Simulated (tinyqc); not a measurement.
# One-dimensional ballistic tunnel FET, two-band WKB: what changes with what

A p-type source for x < 0 with its Fermi level at 0 and its valence edge at ds; in the channel the bands fall as D exp(-x/lam) towards their flat values, with the conduction edge at Ec = ds - dP and D = dP + Eg. The gate moves dP one to one. The drain Fermi level lies at -Vd and the drain side reflects nothing. For w = E - Ec between 0 and dP an electron crosses the gap. Two-band dispersion with equal masses m: inside the gap kappa = sqrt(m u (1 - u/Eg)/C), u the distance from a band edge, C = hbar^2/(2 m0).

Parameters, values chosen for the exercise; band and dielectric values close to those of indium arsenide: temperature T = 350 K; band gap Eg = 0.347 eV; band-edge mass of the two-band model m = 0.025 m0; screening length of the source junction lam = 4.6 nm; source valence edge above the source Fermi level ds = 0.12 eV; drain bias Vd = 0.3 V; number of degenerate subbands (spin apart) g = 2; tunnelling window Ev(source) - Ec(channel) dP = 0.16 eV.

Constants: q = 1.602176634e-19 C, kB = 1.380649e-23 J/K, hbar = 1.054571817e-34 J s, h = 6.62607015e-34 J s, m0 = 9.1093837015e-31 kg, Vt = kB T/q, hbar^2/(2 m0) = 0.0380998212 eV nm^2. Results are converted to the units shown.

Each table varies one quantity; the others keep the values above.

## Effect of the band gap with the mass tied to it

The mass follows the gap, m = 0.025 Eg/0.347 eV. S(w) = 2 lam int_0^Eg kappa(u) du/(w + Eg - u) = 2 pi lam sqrt(m/(C Eg)) [w + Eg/2 - sqrt(w (w + Eg))], T(w) = exp(-S). I = g (2 q^2/h) int_0^dP T(w) [f(E) - f(E + Vd)] dw, E = ds - dP + w, f(x) = 1/(1 + exp(x/Vt)). Swing = d(dP)/d(log10 I).

Effect of the band gap with the mass tied to it:

| Eg (eV) | T(w = dP) | I (uA) | swing (mV/decade) |
|---|---|---|---|
| 0.2 | 0.4516 | 1.313 | 107.3 |
| 0.37 | 0.1179 | 0.1812 | 92.69 |
| 0.54 | 0.02262 | 0.02144 | 82.67 |
| 0.71 | 0.003553 | 0.002305 | 75.15 |
| 0.89 | 4.285e-4 | 2.014e-4 | 68.86 |
| 1.06 | 5.201e-5 | 1.903e-5 | 63.99 |
| 1.23 | 5.793e-6 | 1.716e-6 | 59.87 |
| 1.4 | 6.014e-7 | 1.487e-7 | 56.33 |

T(w = dP) falls from 0.452 to 6.01e-7 and I falls from 1.31 to 1.49e-7 uA; the swing falls from 107 to 56.3 mV/decade. With m/Eg fixed, S depends on the gap only through w + Eg/2 - sqrt(w (w + Eg)). For Eg = 0.2 S at w = dP is below 2, where a WKB prefactor of 1 is a rough guess.

## Transfer curve and swing

Same model as above.

Results:

| dP (eV) | T(w = dP) | I (uA) | swing (mV/decade) |
|---|---|---|---|
| 0.011 | 0.007917 | 1.687e-4 | 13.87 |
| 0.016 | 0.01108 | 3.442e-4 | 18.57 |
| 0.039 | 0.02818 | 0.002494 | 35.86 |
| 0.06 | 0.04644 | 0.007935 | 47.79 |
| 0.092 | 0.07693 | 0.03041 | 61.99 |
| 0.14 | 0.1247 | 0.1423 | 83.14 |
| 0.22 | 0.2014 | 0.8073 | 138.4 |
| 0.33 | 0.2936 | 3.163 | 248.6 |
| 0.51 | 0.4107 | 9.888 | 572.7 |

Estimate the missing row, dP = 0.025 eV.

Computed row:

| dP (eV) | T(w = dP) | I (uA) | swing (mV/decade) |
|---|---|---|---|
| 0.025 | 0.01731 | 8.764e-4 | 26.02 |

With this row back in the table: I rises from 1.69e-4 to 9.89 uA and the swing rises from 13.9 to 573 mV/decade. The thermionic limit is Vt ln 10 = 69.4 mV/decade; the swing stays under it up to dP = 0.092 eV among the rows, where I is 0.0304 uA, 0.31 % of the last row. Leakage below the onset is not in the model. In 3 of the 10 rows S at w = dP is below 2, where a WKB prefactor of 1 is a rough guess.

## Effect of the screening length

Same model as above.

Effect of the screening length:

| lam (nm) | T(w = dP) | I (uA) | swing (mV/decade) |
|---|---|---|---|
| 1 | 0.6566 | 3.207 | 123.4 |
| 2 | 0.4312 | 1.490 | 113.3 |
| 3 | 0.2831 | 0.7191 | 104.9 |
| 4 | 0.1859 | 0.3587 | 97.96 |
| 5 | 0.1221 | 0.1840 | 92.10 |
| 6 | 0.08015 | 0.09667 | 87.09 |
| 7 | 0.05263 | 0.05186 | 82.75 |
| 8 | 0.03456 | 0.02832 | 78.94 |

What does the comparison show?

I falls from 3.21 to 0.0283 uA, on average 0.293 decades a nanometre; S is proportional to lam, and at w = dP it gives 0.183. The swing falls from 123 to 78.9 mV/decade. In 4 of the 8 rows S at w = dP is below 2, where a WKB prefactor of 1 is a rough guess.

tinyqc, about 0.01 s, one thread, Intel Xeon 2.30GHz (shared host): `OMP_NUM_THREADS=1 python tinyqc.py 2620144 2620145 out.jsonl`
